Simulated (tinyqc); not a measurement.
Finnis-Sinclair potential for a bcc metal: fit to cohesion and elasticity, then vacancy, surfaces and structure: one step, computed by the program tinyqc.

E = (1/2) sum V(r) - A sqrt(rho), rho = sum phi(r), phi = (r - d)^2 for r < d, V = (r - c)^2 (c0 + c1 r + c2 r^2) for r < c. In bcc the 8 first neighbours lie at sqrt(3) a/2 and the 6 second at a; both cut-offs lie below the third shell; Omega = a^3/2; E is per atom and z the number of atoms in a shell. The four constants A, c0, c1, c2 are fitted to E_c, zero pressure, B and C12 - C44 alone, so C44 and C11 - C12 are not matched singly; defects are unrelaxed.

Task: Three linear equations for c0, c1, c2. With v_k = (r - c)^2 r^k the rows are (1/2) sum z v_k, (1/2) sum z r v_k' and (1/2) sum z r^2 v_k''. With rho1 = sum z r phi' and rho2 = sum z r^2 phi'' the right-hand sides are: -E_c + A sqrt(rho) (cohesion); A rho1/(2 sqrt(rho)) (zero pressure); 9 B Omega + A [rho2/(2 sqrt(rho)) - rho1^2/(4 rho^(3/2))] with B = (C11 + 2 C12)/3.

Inputs (values chosen for the exercise, modelled on tantalum):

| quantity | value | unit |
|---|---|---|
| lattice constant a | 3.306 | angstrom |
| cohesive energy E_c | 8.15 | eV |
| target C11 | 272 | GPa |
| target C12 | 161 | GPa |
| pair cut-off c/a | 1.259 | - |

rho = 14.67970 angstrom^2

A = 2.475825 eV/angstrom

rho1 = -84.15770 angstrom^2

rho2 = 262.3113 angstrom^2

Constants: 1 eV/angstrom^3 = 160.2176634 GPa.

Give: matrix; right-hand side.

Result:

matrix:
```
                 c0      c1      c2
cohesion        9.0    26.6    79.4
pressure      -46.7  -114.7  -270.8
bulk modulus  131.2   121.9  -305.2
```

right-hand side (eV): 1.3  -27.2  207.8
